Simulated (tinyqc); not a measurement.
# Semiconductor laser, carrier and photon rate equations: effects of single changes

Carrier density N and photon density S in one mode: dN/dt = F1 = eta I/(q V) - (A N + B N^2 + C N^3) - vg g S; dS/dt = F2 = G vg g S + G be B N^2 - S/tp, with g = g0 ln(N/Ntr)/(1 + ec S). Output power P = Fo Eph S V/(G tp). No heating, no carrier transport.

Parameters, values chosen for the exercise:
- V = 8.9e-12 cm^3 (active volume)
- G = 0.091 (confinement factor)
- vg = 7.22e9 cm/s (group velocity)
- g0 = 1900 1/cm (gain coefficient)
- Ntr = 1.6e18 cm^-3 (transparency density)
- ec = 9.3e-18 cm^3 (gain compression)
- tp = 4 ps (photon lifetime)
- A = 2.4e8 1/s (defect recombination coefficient)
- B = 1e-10 cm^3/s (radiative coefficient)
- C = 1.5e-29 cm^6/s (Auger coefficient)
- be = 2.7e-5 (share of spontaneous emission into the mode)
- eta = 0.8 (injection efficiency)
- Fo = 0.56 (share of cavity losses that is output)
- Eph = 1.27 eV (photon energy)
- I = 8.3 mA (drive current)

Constants: q = 1.602176634e-19 C. Results are converted to the units shown.

Each table varies one quantity; the others keep the values above.

## Effect of the Auger coefficient on threshold and bandwidth

gth = 1/(G vg tp), Nth = Ntr exp(gth/g0), Ith = q V (A Nth + B Nth^2 + C Nth^3)/eta. N and S are the steady state (F1 = F2 = 0, S > 0). Jacobian, with a = g0/(N (1 + ec S)) and d = g/(1 + ec S): J11 = -(A + 2 B N + 3 C N^2) - vg a S, J12 = -vg d, J21 = G vg a S + 2 G be B N, J22 = G vg d - 1/tp. wR^2 = det J, gamma = -trace J, fR = wR/(2 pi); the response wR^2/(wR^2 - w^2 + i gamma w) falls to 1/sqrt(2) at w^2 = x + sqrt(x^2 + wR^4), x = wR^2 - gamma^2/2 (f3dB = w/(2 pi)).

Result of one run:
```
C (cm^6/s),Ith (mA),P (mW),fR (GHz),gamma (1/ns),f3dB (GHz)
1.5e-30,1.537,3.844,7.774,13.35,11.92
```

What becomes of these results when the Auger coefficient C is changed from 1.5e-30 to 2e-29 cm^6/s, all else the same?

Result of the changed run:
```
C (cm^6/s),Ith (mA),P (mW),fR (GHz),gamma (1/ns),f3dB (GHz)
2e-29,1.784,3.703,7.634,13.11,11.70
```

The whole series:
```
C (cm^6/s),Ith (mA),P (mW),fR (GHz),gamma (1/ns),f3dB (GHz)
1.5e-30,1.537,3.844,7.774,13.35,11.92
2.9e-30,1.556,3.834,7.764,13.34,11.90
5.5e-30,1.591,3.814,7.744,13.30,11.87
1.1e-29,1.664,3.772,7.703,13.23,11.81
2e-29,1.784,3.703,7.634,13.11,11.70
3.9e-29,2.037,3.559,7.486,12.85,11.48
7.5e-29,2.516,3.284,7.198,12.37,11.04
```

As C goes from 1.5e-30 to 7.5e-29 cm^6/s, Ith rises from 1.54 to 2.52 mA, fR falls from 7.77 to 7.20 GHz, gamma falls from 13.4 to 12.4 1/ns and f3dB falls from 11.9 to 11.0 GHz.

## Modulation bandwidth against current

Same model as above.

The same in every row: Ith (mA) = 1.7170.

Results:
```
I (mA),P (mW),fR (GHz),gamma (1/ns),f3dB (GHz)
2.2,0.27454,2.0927,1.7322,3.2416
3.3,0.89972,3.7835,3.8130,5.8520
4.9,1.8091,5.3553,6.8299,8.2603
11,5.2760,9.0829,18.146,13.860
16,8.1178,11.204,27.203,16.946
24,12.665,13.871,41.298,20.689
35,18.916,16.750,59.915,24.518
52,28.578,20.217,87.061,28.764
```

Estimate the missing row, I = 7.2 mA.

Computed row:
```
I (mA),P (mW),fR (GHz),gamma (1/ns),f3dB (GHz)
7.2,3.1163,7.0104,11.132,10.769
```

With this row back in the table: As I goes from 2.2 to 52 mA, fR rises from 2.09 to 20.2 GHz, gamma rises from 1.73 to 87.1 1/ns and f3dB rises from 3.24 to 28.8 GHz. Against I - Ith, fR goes with exponent 0.50 at the start and 0.46 at the end (1/2 without compression). The slope of gamma against fR^2 between the third and fourth rows, the K factor, is 0.210 ns. For I = 24 to 52 mA the current exceeds 12 Ith, where heating, left out here, usually rolls the output over.

## Effect of the gain coefficient on threshold and bandwidth

Same model as above.

Effect of the gain coefficient on threshold and bandwidth:
```
g0 (1/cm),Ith (mA),P (mW),fR (GHz),gamma (1/ns),f3dB (GHz)
1300,2.000,3.578,5.926,9.366,9.105
1600,1.826,3.678,6.851,11.27,10.52
2100,1.665,3.772,8.176,14.45,12.53
2700,1.560,3.832,9.535,18.27,14.57
3500,1.482,3.877,11.10,23.37,16.90
4400,1.431,3.907,12.63,29.12,19.15
5700,1.387,3.932,14.56,37.44,21.96
```

As g0 goes from 1300 to 5700 1/cm, Ith falls from 2.00 to 1.39 mA, fR rises from 5.93 to 14.6 GHz, gamma rises from 9.37 to 37.4 1/ns and f3dB rises from 9.11 to 22.0 GHz.

Numbers from tinyqc (`OMP_NUM_THREADS=1 python tinyqc.py 2840104 2840105 out.jsonl`; about 0.01 s on one thread of a shared Intel Xeon 2.30GHz).
